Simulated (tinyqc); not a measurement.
Changing the coupling lambda_1: critical temperature from a phonon spectrum: McMillan, Allen-Dynes and the linearised Eliashberg equation. Computed by tinyqc, a small Python program. Command: `OMP_NUM_THREADS=1 python tinyqc.py 3013425 3013426 out.jsonl eliashberg sweep`. One thread of a shared host (Intel(R) Xeon(R) Processor @ 2.30GHz), about 0.02 s of CPU time with the checks.

alpha^2 F(omega) = sum_i (lambda_i omega_i/2) delta(omega - omega_i), so that lambda = 2 int alpha^2 F/omega d omega = sum_i lambda_i.

Inputs (values chosen for the exercise, for a model metal):
```
quantity                     value  unit
peak energy omega_1           17.8   meV
peak energy omega_2           40.4   meV
coupling lambda_2            0.858     -
Coulomb pseudopotential mu*   0.13     -
```

Peaks in alpha^2 F: two.

Constants: k_B = 8.617333262e-05 eV/K.

Method:
- omega_log = exp(sum lambda_i ln omega_i / lambda); omega_rms = sqrt(sum lambda_i omega_i^2 / lambda).
- McMillan form: k_B T_c = (omega_log/1.2) exp[-1.04 (1 + lambda)/(lambda - mu* (1 + 0.62 lambda))]. Allen-Dynes multiplies it by f1 f2: f1 = [1 + (lambda/L1)^(3/2)]^(1/3), L1 = 2.46 (1 + 3.8 mu*); f2 = 1 + (omega_rms/omega_log - 1) lambda^2/(lambda^2 + L2^2), L2 = 1.82 (1 + 6.3 mu*) omega_rms/omega_log.
- Linearised Eliashberg equation at omega_n = (2n + 1) pi k_B T, n = 0..N-1: lambda(j) = sum_i lambda_i omega_i^2/(omega_i^2 + (2 pi j k_B T)^2); K_mn = lambda(m - n) + lambda(m + n + 1) - 2 mu*(N) - delta_mn [2m + 1 + lambda(0) + 2 sum_(j=1..m) lambda(j)], with 1/mu*(N) = 1/mu* + ln(omega_rms/omega_N), omega_N = (2N + 1) pi k_B T. T_c is where the largest eigenvalue rho of K is zero.
- N is the smallest integer at or above 8 omega_max/(2 pi k_B T_AD), omega_max the highest peak and T_AD the Allen-Dynes value.

One run for each value:
```
coupling lambda_1  T_c, Eliashberg (K)  omega_log (meV)  T_c, Allen-Dynes (K)  T_c, McMillan form (K)  lambda
0.336                           30.095           32.078                31.386                  29.356   1.194
0.452                           32.714           30.448                34.031                  31.472   1.310
0.609                           35.887           28.748                37.200                  33.869   1.467
0.819                           39.665           27.073                40.885                  36.440   1.677
1.100                           44.046           25.492                45.123                  39.077   1.958
1.480                           49.176           24.046                50.023                  41.684   2.338
2.000                           55.127           22.766                55.738                  44.163   2.858
2.690                           61.828           21.702                62.187                  46.354   3.548
```

Describe and explain the trends.

Over the rows, T_c, Eliashberg (K) rises from 30.1 to 61.8 (exponent d ln y / d ln x 0.28 between the first rows and 0.39 between the last); omega_log (meV) falls from 32.1 to 21.7 (exponent d ln y / d ln x -0.18 between the first rows and -0.16 between the last); T_c, Allen-Dynes (K) rises from 31.4 to 62.2 (exponent d ln y / d ln x 0.27 between the first rows and 0.37 between the last). McMillan/Eliashberg goes from 0.98 to 0.75. More weight on the lowest peak also pulls omega_log down, which takes back part of the gain.

Caution (rows 0.819, 1.10, 1.48, 2.00, 2.69): for lambda above about 1.5 the plain McMillan form saturates and falls short. Caution (rows 1.48, 2.00, 2.69): a phonon-mediated T_c this high is known only in hydrides under high pressure.

Extremes, crossings and ranges named in words are read from the listed rows.
